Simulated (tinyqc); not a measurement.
Grain growth, pinning, strength and diffusional creep of a polycrystal or thin film: one step, computed by the program tinyqc. Command: `OMP_NUM_THREADS=1 python tinyqc.py 3003598 3003599 out.jsonl grain walk`. One thread of a shared host (Intel(R) Xeon(R) Processor @ 2.30GHz), about 0.01 s of CPU time with the checks.

One mean grain size d describes the structure.

Problem. Grain size after the anneal. dd/dt = 2 M gamma (1/d - 1/d_lim) integrates to 2 M gamma t = d_lim (d0 - d) + d_lim^2 ln[(d_lim - d0)/(d_lim - d)]; without pinning d^2 = d0^2 + 4 M gamma t.

Inputs (values chosen for the exercise, modelled on polycrystalline silicon):

| quantity | value | unit |
|---|---|---|
| boundary energy gamma | 0.56 | J/m^2 |
| anneal temperature T | 1167 | K |
| anneal time t | 60 | s |
| initial grain size d0 | 68 | nm |

mobility M = 1.029623e-17 m^4/(J s)

limit d_lim = 443.4244 nm

Give: size without pinning; grain size d.

Solution.

size without pinning = 77.510 nm

grain size d = 76.045 nm

Pinning holds d to 98 % of the free value.
